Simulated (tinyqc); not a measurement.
Single-domain magnet: Stoner-Wohlfarth switching, Neel-Arrhenius retention, LLG dynamics and spin torque: one step, computed by the program tinyqc. Command: `OMP_NUM_THREADS=1 python tinyqc.py 3027097 3027098 out.jsonl macro walk`. One thread of a shared host (Intel(R) Xeon(R) Processor @ 2.30GHz), about 0.2 s of CPU time with the checks.

The moment is uniform, with unit vector m; z is the easy axis. mu_0 = 1.25663706212e-6 T m/A, gamma = 1.76085963023e11 rad/(s T).

Task: One LLG step. In the time s = gamma mu_0 H_K t: (1 + alpha^2) dm/ds = -m x b - alpha m x (m x b) + a [m x (m x z) - alpha m x z], b = m_z z, a = alpha I/I_c0; Heun steps (Euler predictor, mean of the two slopes) without renormalising; start m = (sin theta_0, 0, cos theta_0), theta_0 = 1/sqrt(2 Delta).

Inputs (values chosen for the exercise, for a model magnet):
```
quantity                         value  unit
temperature T                      300     K
damping alpha                   0.0073     -
drive I/I_c0                       1.5     -
time step times gamma mu_0 H_K    0.06     -
```

Shape: thin disc, easy axis normal to it.

stability factor Delta = 322.5726

Give: m at the start; first slope; predictor; second slope; m after the step.

Result:

m at the start: 0.03936  0.00000  0.99923

first slope: 0.000144  0.039331  -0.000006

predictor: 0.03937  0.00236  0.99922

second slope: -0.002214  0.039348  -0.000006

m after the step: 0.03930  0.00236  0.99922

Caution: a flat cylinder has a smaller N_z than the spheroid of the same t/d, so K_eff of a real disc is larger.
